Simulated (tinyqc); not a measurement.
Thin film between two gates, subbands and threshold shift from confinement: one step of the calculation.

Undoped body with a flat potential across it, hard walls, transport along x. Three valley pairs (g = 2 each) with the longitudinal mass along x, y or z. Non-parabolicity enters the subband edges through E (1 + al E) = gamma, so E = 2 gamma/(1 + sqrt(1 + 4 al gamma)); motion within a subband is taken as parabolic with the band-edge mass. Energies are counted from the bulk band edge.

Question. Lowest subbands. gamma = C (pi k/(t + dl))^2/mz, C = hbar^2/(2 m0). List the 6 lowest, labelled by valley axis and quantum numbers, with degeneracy g and N_k: N_k = g sqrt(mx my) m0 kB T/(pi hbar^2).

Values chosen for this exercise; masses close to those of silicon:

| symbol | value | unit | meaning |
|---|---|---|---|
| T | 77 | K | temperature |
| ml | 0.932 | m0 | longitudinal mass |
| mt | 0.187 | m0 | transverse mass |
| al | 0 | 1/eV | non-parabolicity |
| t | 5.8 | nm | film thickness (along z) |
| dl | 0 | nm | widening of the box by penetration into the insulator |

Constants: q = 1.602176634e-19 C, kB = 1.380649e-23 J/K, hbar = 1.054571817e-34 J s, m0 = 9.1093837015e-31 kg, Vt = kB T/q, hbar^2/(2 m0) = 0.0380998212 eV nm^2. Results are converted to the units shown.

Give: E_k; g; N_k.

Answer.

E_k, subband z1 to z4 (eV): [0.011994, 0.047975, 0.059776, 0.059776, 0.10794, 0.19190]
g, subband z1 to z4: [2, 2, 2, 2, 2, 2]
N_k, subband z1 to z4 (cm^-2): [1.0367e12, 1.0367e12, 2.3143e12, 2.3143e12, 1.0367e12, 1.0367e12]

Computed by the program tinyqc: `OMP_NUM_THREADS=1 python tinyqc.py 2350169 2350170 out.jsonl`, one thread of a shared Intel Xeon 2.30GHz, about 0.08 s for the whole run.
